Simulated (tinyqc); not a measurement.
## Well width from the intersubband spacing

Problem. In an empty well of width L and depth Vb, level k solves kw L/2 = (k - 1) pi/2 + arctan(sqrt((mw/mb)(Vb - E)/E)) with kw = sqrt(mw E/C), C = hbar^2/(2 m0). Find L, E1 and E2 from the spacing.

Values chosen for this exercise; material values close to those of GaAs in AlGaAs:
- mw = 0.0654 m0 (mass along z in the well)
- mb = 0.0943 m0 (mass along z in the barriers)
- Vb = 0.255 eV (barrier height)

Constants: q = 1.602176634e-19 C, hbar = 1.054571817e-34 J s, m0 = 9.1093837015e-31 kg, hbar^2/(2 m0) = 0.0380998212 eV nm^2. Results are converted to the units shown.

E2 - E1 = 31.357150 meV

Answer. Both levels are solved for trial widths until their difference matches. A second level is bound only for L above 4.75 nm, and over that range one width gives this spacing.

L = 19.8 nm
E1 = 10.5 meV
E2 = 41.8 meV

tinyqc, about 0.1 s, one thread, Intel Xeon 2.30GHz (shared host): `OMP_NUM_THREADS=1 python tinyqc.py 2140046 2140047 out.jsonl`
